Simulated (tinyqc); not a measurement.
# Changing the reverse bias V_r

Model: Schottky barrier with interface states (Cowley-Sze model), image lowering and contact resistance. Computed by tinyqc, a small Python program. Command: `OMP_NUM_THREADS=1 python tinyqc.py 3007374 3007375 out.jsonl pinning sweep`. One thread of a shared host (Intel(R) Xeon(R) Processor @ 2.30GHz), about 0.01 s of CPU time with the checks.

An n-type semiconductor under a metal. The barrier lies between the Schottky-Mott limit phi_M - chi and the Bardeen limit E_g - E_n, E_n being the neutrality level of the interface states; the space-charge term of the full Cowley-Sze expression is left out.

Inputs (values chosen for the exercise, with gap, mass and screening modelled on silicon): gap E_g = 1.14 eV; electron affinity chi = 4.06 eV; metal work function phi_M = 4.59 eV; neutrality level E_n above the valence band = 0.735 eV; interface-state density D = 4.6e+13 cm^-2 eV^-1; dipole layer thickness delta = 0.46 nm; dipole layer constant eps_i = 1; dielectric constant eps_s = 12; electron mass m_e = 0.333 m_0; valleys M_c = 6; donor density N = 2.7e+19 cm^-3; temperature T = 300 K.

Pinning factor from: interface states.

Constants: e = 1.602176634e-19 C; eps_0 = 8.8541878128e-12 F/m; k_B = 8.617333262e-05 eV/K; m_0 = 9.1093837015e-31 kg; k_B = 1.380649e-23 J/K; h = 6.62607015e-34 J s.

Method:
- S = 1/(1 + e^2 D delta/(eps_i eps_0)); for D per eV, e^2 D is the number e x D in SI units, with 1 cm^-2 = 1e4 m^-2.
- phi_B = S (phi_M - chi) + (1 - S)(E_g - E_n); the hole barrier is E_g - phi_B.
- N_c = 2 M_c (2 pi m_e k_B T/h^2)^(3/2); xi = E_c - E_F solves N = N_c F_1/2(-xi/k_B T) (bisection; full ionisation).
- F_1/2(eta) = (2/sqrt(pi)) int_0^infinity sqrt(x)/(1 + exp(x - eta)) dx, by the trapezoid rule in t = sqrt(x) with step 0.02 up to t = 12 (for eta < -12 by exp(eta) - exp(2 eta)/2^(3/2)).
- V_bi = phi_B - xi; W = sqrt(2 eps_s eps_0 (V_bi + V_r - k_B T/e)/(e N)); field at the metal E_m = e N W/(eps_s eps_0); image lowering sqrt(e E_m/(4 pi eps_s eps_0)).
- A* = 4 pi e m_e M_c k_B^2/h^3 (a simple valley count); J_s = A* T^2 exp(-phi/k_B T).
- J_0 uses phi_B; the reverse current uses phi_B less the image lowering, times 1 - exp(-V_r/k_B T).

One run for each value; columns: (1) reverse bias V_r (V); (2) depletion width W (nm); (3) image lowering (eV); (4) thermionic reverse current (A/cm^2); (5) field E_m (V/cm):
```
(1)       (2)      (3)         (4)         (5)
0.20    5.482  0.16365  6.9991e+02  2.2317e+06
0.41    6.353  0.17618  1.1370e+03  2.5866e+06
0.84    7.841  0.19573  2.4219e+03  3.1925e+06
1.70   10.185  0.22307  6.9734e+03  4.1467e+06
3.50   13.862  0.26024  2.9368e+04  5.6438e+06
7.20   19.337  0.30736  1.8177e+05  7.8728e+06
15.00  27.515  0.36664  1.8005e+06  1.1202e+07
30.00  38.651  0.43455  2.4899e+07  1.5736e+07
```

Over the rows, depletion width W (nm) rises from 5.48 to 38.7 (exponent d ln y / d ln x 0.21 between the first rows and 0.49 between the last); image lowering (eV) rises from 0.164 to 0.435 (exponent d ln y / d ln x 0.10 between the first rows and 0.25 between the last); thermionic reverse current (A/cm^2) rises from 700 to 2.49e7 (exponent d ln y / d ln x 0.68 between the first rows and 3.8 between the last). At the high end the exponent of depletion width W is 0.49, close to 0.50: W goes as sqrt(V_bi + V_r). At the high end the exponent of image lowering is 0.25, close to 0.25: the lowering goes as (V_bi + V_r)^(1/4).

Caution (all rows): the field is near or above breakdown for such a gap, so avalanche or tunnelling current would take over. Caution (all rows): the image lowering is a large part of the barrier, so these depletion and emission formulas are rough. Caution (all rows): the field is near breakdown. Caution (all rows): the semiconductor is degenerate: the k_B T/e term in W and the parabolic band are then rough. Caution (all rows): E_00 = (e hbar/2) sqrt(N/(m_e eps_s eps_0)) is above 0.3 k_B T, so tunnelling through the barrier adds to the thermionic currents, most of all under reverse bias.
